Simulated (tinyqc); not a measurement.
ROHF in the sto-3g basis, for Be+, spin multiplicity 2, step by step. One step of it, computed by the program tinyqc.

Task: Iteration 2: diagonalisation and new density. Diagonalise F' = X^T F X, C = X C', fill 2 alpha and 1 beta electrons from the bottom; D(s) = C_occ C_occ^T. Each column has its largest component positive (the first on a tie).

extrapolated F (hartree), lower triangle:
```
            1Be 1s     1Be 2s    1Be 2px    1Be 2py    1Be 2pz
1Be 1s   -6.180292
1Be 2s   -1.535841  -0.987786
1Be 2px   0.000000   0.000000  -0.466451
1Be 2py   0.000000   0.000000   0.000000  -0.630757
1Be 2pz   0.000000   0.000000   0.000000   0.000000  -0.795063
```

X, lower triangle:
```
            1Be 1s    1Be 2s   1Be 2px   1Be 2py   1Be 2pz
1Be 1s    1.026569
1Be 2s   -0.135528  1.026569
1Be 2px   0.000000  0.000000  1.000000
1Be 2py   0.000000  0.000000  0.000000  1.000000
1Be 2pz   0.000000  0.000000  0.000000  0.000000  1.000000
```

Give: F' = X^T F X; orbital energies; coefficients C; D(alpha) after iteration 2; D(beta) after iteration 2.

Result:

F' = X^T F X (hartree), lower triangle:
```
         1        2        3        4        5
1  -6.1039
2  -0.6495  -0.7271
3   0.0000   0.0000  -0.4665
4   0.0000   0.0000   0.0000  -0.6308
5   0.0000   0.0000   0.0000   0.0000  -0.7951
```

orbital energies (hartree): MO1 -6.1812, MO2 -0.7951, MO3 -0.6498, MO4 -0.6308, MO5 -0.4665

coefficients C:
```
             MO1     MO2      MO3     MO4     MO5
1Be 1s    1.0033  0.0000  -0.2560  0.0000  0.0000
1Be 2s   -0.0132  0.0000   1.0354  0.0000  0.0000
1Be 2px   0.0000  0.0000   0.0000  0.0000  1.0000
1Be 2py   0.0000  0.0000   0.0000  1.0000  0.0000
1Be 2pz   0.0000  1.0000   0.0000  0.0000  0.0000
```

D(alpha) after iteration 2, lower triangle:
```
          1Be 1s  1Be 2s  1Be 2px  1Be 2py  1Be 2pz
1Be 1s    1.0067
1Be 2s   -0.0132  0.0002
1Be 2px   0.0000  0.0000   0.0000
1Be 2py   0.0000  0.0000   0.0000   0.0000
1Be 2pz   0.0000  0.0000   0.0000   0.0000   1.0000
```

D(beta) after iteration 2, lower triangle:
```
          1Be 1s  1Be 2s  1Be 2px  1Be 2py  1Be 2pz
1Be 1s    1.0067
1Be 2s   -0.0132  0.0002
1Be 2px   0.0000  0.0000   0.0000
1Be 2py   0.0000  0.0000   0.0000   0.0000
1Be 2pz   0.0000  0.0000   0.0000   0.0000   0.0000
```
